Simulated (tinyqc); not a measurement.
## Threshold-voltage variability of a planar MOSFET, analytic estimates: a gate of 8 grains

Three independent sources add in quadrature: random dopants in the depleted layer, metal-gate grains of two orientations, and roughness of the two gate edges acting through the roll-off VT = VT(long) - Vr exp(-L/l). These are first-order estimates: no three-dimensional electrostatics, no percolation.

Each of 8 equal grains has the higher work function with probability p; the threshold shift is dW (j/8 - p) for j such grains, and the off current changes by exp(-shift/(n Vt)).

Inputs (values chosen for the exercise); material values close to those of silicon:
```
symbol,value,unit,meaning
T,300,K,temperature
dW,0.15,eV,work-function difference of the two grain orientations
p,0.3,,share of the orientation of higher work function
n,1.4,,subthreshold factor
```

Constants: q = 1.602176634e-19 C, kB = 1.380649e-23 J/K, Vt = kB T/q. Results are converted to the units shown.

Distribution:
```
j  probability  shift (mV)  Ioff factor  probability x factor
0     0.057648      -45.00       3.4672               0.19988
1      0.19765      -26.25       2.0653               0.40821
2      0.29648       -7.50       1.2303               0.36474
3      0.25412       11.25      0.73283               0.18623
4      0.13614       30.00      0.43653              0.059428
5     0.046675       48.75      0.26003              0.012137
6     0.010002       67.50      0.15489             0.0015492
7    0.0012247       86.25     0.092267             1.1300e-4
8    6.5610e-5      105.00     0.054961             3.6060e-6
```

What do the numbers show?

The standard deviation is dW sqrt(p (1 - p)/8) = 24.3 mV. The mean off current is 1.23 times the nominal one; the log-normal formula exp(s^2/(2 (n Vt)^2)) gives 1.25. Devices with j = 1, 20 % of all, carry 33 % of the mean leakage.

Computed by the program tinyqc: `OMP_NUM_THREADS=1 python tinyqc.py 2090033 2090034 out.jsonl`, one thread of a shared Intel Xeon 2.30GHz, about 0.01 s for the whole run.
